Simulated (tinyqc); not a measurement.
MOSFET in the linear regime without short-channel effects, parameter extraction from computed curves: two steps of the calculation.

Inversion charge Q = Cox n Vt W0(exp((Vg - VT)/(n Vt))), W0 the Lambert function and n = nf; u = Q/Cox; mobility mu = mu0/(1 + th1 u + th2 u^2); channel resistance Rch = (L - dL)/(W mu Q); Id = Vd/(Rch + Rsd/W). Cox = eps0 eox/tox. Small Vd, no channel-length or drain effects.

Parameters, values chosen for the exercise; channel values of the order met in silicon transistors:
```
symbol  value        unit                                                                 meaning
eox      25.7              relative permittivity of the gate insulator (close to zirconium oxide)
tox         6          nm                                                     insulator thickness
mu0       260  cm^2/(V s)                                                      low-field mobility
th2         0       1/V^2                                      second mobility attenuation factor
VT       0.62           V                                                       threshold voltage
W           1          um                                                              gate width
L        0.27          um                                                       drawn gate length
dL      0.009          um                                             drawn less effective length
Vd       0.02           V                                                           drain voltage
```

Constants: eps0 = 8.8541878128e-14 F/cm where lengths are in cm. Results are converted to the units shown.

Task 1. Threshold and mobility at the peak transconductance. gm_i = (Id_(i+1) - Id_(i-1))/(Vg_(i+1) - Vg_(i-1)); at the point j of largest gm the tangent meets the axis at V_ext = Vg_j - Id_j/gm_j; field-effect mobility gm_j L/(W Cox Vd) with the drawn L.

```
point  Vg (V)        Id (uA)
0        0.42  9.1724634e-10
1        0.52   2.5999486e-5
2        0.62     0.41643493
3        0.72      5.7029994
4        0.82      11.643854
5        0.92      17.129182
6        1.02      22.108320
7        1.12      26.620854
8        1.22      30.718686
```

Find: gm; j; V_ext; field-effect mobility.

Result 1.

gm, point 1 to 7 (uS): 2.082  28.51  56.14  57.13  52.32  47.46  43.05
j = 4
V_ext = 0.6162 V
field-effect mobility = 203.4 cm^2/(V s)

V_ext is 3.8 mV below the model VT, and the mobility so found is 24 % below mu0 L/(L - dL) = 269 cm^2/(V s), the value for the drawn L; attenuation, series resistance and the slow approach of Q to a straight line all lower the peak gm.

Task 2. The Y function. Y_i = Id_i/sqrt(gm_i). For Id = beta Vd x/(1 + th x), x = Vg - VT, Y = sqrt(beta Vd) x whatever th. Slope s from points 4 and 7; VT_Y = Vg - Y/s at point 7; beta = s^2/Vd; mobility beta L/(W Cox) with the drawn L; th* = (beta Vd x/Id - 1)/x at point 7.

```
point  Vg (V)        Id (uA)
0        0.42  9.1724634e-10
1        0.52   2.5999486e-5
2        0.62     0.41643493
3        0.72      5.7029994
4        0.82      11.643854
5        0.92      17.129182
6        1.02      22.108320
7        1.12      26.620854
8        1.22      30.718686
```

gm, point 1 to 7 (uS): 2.0821746  28.514867  56.137093  57.130916  52.322331  47.458358  43.051830

Find: Y; s; VT_Y; beta; mobility from Y; th*.

Result 2.

Y, point 1 to 7 (uA^0.5 V^0.5): 1.8018e-5  0.077985  0.76116  1.5405  2.3681  3.2092  4.0572
s = 8.3890 uA^0.5 V^-0.5
VT_Y = 0.63637 V
beta = 3518.8 uA/V^2
mobility from Y = 250.51 cm^2/(V s)
th* = 0.57593 1/V

The mobility from Y is 6.9 % below mu0 L/(L - dL) = 269 cm^2/(V s), which it should reach in deep inversion when th2 = 0.

tinyqc, about 0.01 s, one thread, Intel Xeon 2.30GHz (shared host): `OMP_NUM_THREADS=1 python tinyqc.py 2210102 2210103 out.jsonl`
